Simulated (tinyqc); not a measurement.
What moves the results: Brillouin zone and empty-lattice bands of the bcc structure. A value that a table varies takes the place of the one given here.

Primitive vectors a (-1/2,1/2,1/2), a (1/2,-1/2,1/2), a (1/2,1/2,-1/2); one atom. Reciprocal vectors obey a_i.b_j = 2 pi delta_ij; k is given in units of 2 pi/a. Empty-lattice levels are c0 (2 pi/a)^2 |k + G|^2, c0 = hbar^2/2m0. Points: H = (1, 0, 0), N = (0.5, 0.5, 0), P = (0.5, 0.5, 0.5).

Constants: hbar^2/2m0 = 3.80998211 eV angstrom^2.

Inputs chosen for the exercise (out of a larger set: lattice near that of Mo; not measured data): a = 3.163 angstrom (lattice constant).

## Electron counts at which the sphere reaches the zone

Z = V kF^3/(3 pi^2), V the volume of the primitive cell, with kF = |k| of each point.

Results:

| point | \|k\| (2 pi/a) | Z per atom | EF there (eV) |
|---|---|---|---|
| H | 1.0000 | 4.189 | 15.034 |
| N | 0.7071 | 1.481 | 7.517 |
| P | 0.8660 | 2.721 | 11.276 |

How do the results move?

The sphere first touches the zone at N, for Z = 1.481, and covers it at H, for Z = 4.189, while the zone itself holds 2 electrons per atom. These counts do not depend on a. First contact at 1.36 (fcc) and 1.48 (bcc) is the free-electron argument for the Hume-Rothery limits of brasses.

## Empty-lattice bands from Gamma to P

k = f x P; the eight lowest levels, degenerate ones repeated.

Levels (eV):

| f | 1 | 2 | 3 | 4 | 5 | 6 | 7 | 8 |
|---|---|---|---|---|---|---|---|---|
| 0.000 | 0.00 | 30.07 | 30.07 | 30.07 | 30.07 | 30.07 | 30.07 | 30.07 |
| 0.167 | 0.31 | 25.37 | 25.37 | 25.37 | 30.38 | 30.38 | 30.38 | 30.38 |
| 0.333 | 1.25 | 21.30 | 21.30 | 21.30 | 31.32 | 31.32 | 31.32 | 31.32 |
| 0.500 | 2.82 | 17.85 | 17.85 | 17.85 | 32.89 | 32.89 | 32.89 | 32.89 |
| 0.667 | 5.01 | 15.03 | 15.03 | 15.03 | 35.08 | 35.08 | 35.08 | 35.08 |
| 0.833 | 7.83 | 12.84 | 12.84 | 12.84 | 37.90 | 37.90 | 37.90 | 37.90 |
| 1.000 | 11.28 | 11.28 | 11.28 | 11.28 | 41.34 | 41.34 | 41.34 | 41.34 |

How do the results move?

Band 1 is the parabola f^2 x 11.28 eV. The next levels start from the first shell of G at 30.07 eV; a branch falls at first if its G has a component against k, and branches cross. The second level ends at 11.28 eV and meets band 1 at the zone surface.

Computed by tinyqc, a small Python program: `OMP_NUM_THREADS=1 python tinyqc.py 1880206 1880207 out.jsonl` (the numbers bound the seed that draws the inputs); one thread of a shared host (Intel(R) Xeon(R) Processor @ 2.30GHz), about 0.01 s for the whole set of steps.
